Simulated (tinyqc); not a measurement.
From results back to parameters: static screening by free carriers. Four cases, with inputs chosen for the exercise.

Problem. At zero temperature the gas shows Friedel oscillations of period pi/kF and a Thomas-Fermi length 1/qTF; n and m are hidden.

kF = (3 pi^2 n/Mv)^(1/3), EF = c kF^2/m with c = hbar^2/2m0, n in 1/angstrom^3 (1e-24 per 1/cm^3), e2 = e^2/(4 pi eps0). Thomas-Fermi: qTF^2 = 6 pi e2 n/(eps EF). Debye: qD^2 = 4 pi e2 n/(eps kB T).

Constants: hbar^2/2m0 = 3.80998211 eV angstrom^2; e^2/(4 pi eps0) = 14.39964547 eV angstrom.

Find: kF; n; m.

Method. kF = pi/period and n = Mv kF^3/(3 pi^2); qTF^2 = 2 e2 Mv m kF/(pi eps c) then gives m.

Case 1.

Values chosen (out of a larger set: a free-electron density near that of Al; not measured data): Mv = 1 (valleys); eps = 1 (background dielectric constant).

period = 1.80525 angstrom
1/qTF = 0.488696 angstrom

Solution.

kF = 1.740 1/angstrom
n = 1.78e+23 1/cm^3
m = 1.000 m0

Case 2.

Values chosen (out of a larger set: near those of Si; not measured data): Mv = 6 (valleys); eps = 11 (background dielectric constant).

period = 62.2877 angstrom
1/qTF = 6.67859 angstrom

Solution.

kF = 0.05044 1/angstrom
n = 2.60e+19 1/cm^3
m = 0.339 m0

Case 3.

Values chosen (out of a larger set: a free-electron density near that of Na; not measured data): Mv = 1 (valleys); eps = 1 (background dielectric constant).

period = 3.43666 angstrom
1/qTF = 0.674278 angstrom

Solution.

kF = 0.9141 1/angstrom
n = 2.58e+22 1/cm^3
m = 1.000 m0

Case 4.

Values chosen (out of a larger set: near those of SiC; not measured data): Mv = 3 (valleys); eps = 9.73 (background dielectric constant).

period = 127.944 angstrom
1/qTF = 11.9118 angstrom

Solution.

kF = 0.02455 1/angstrom
n = 1.50e+18 1/cm^3
m = 0.387 m0

Computed by tinyqc, one run a case: `OMP_NUM_THREADS=1 python tinyqc.py N N+1 out.jsonl` with N = 1682411, 1682427, 1682491, 1682499; one thread of a shared Intel(R) Xeon(R) Processor @ 2.30GHz, about 0.01 s a run at most.
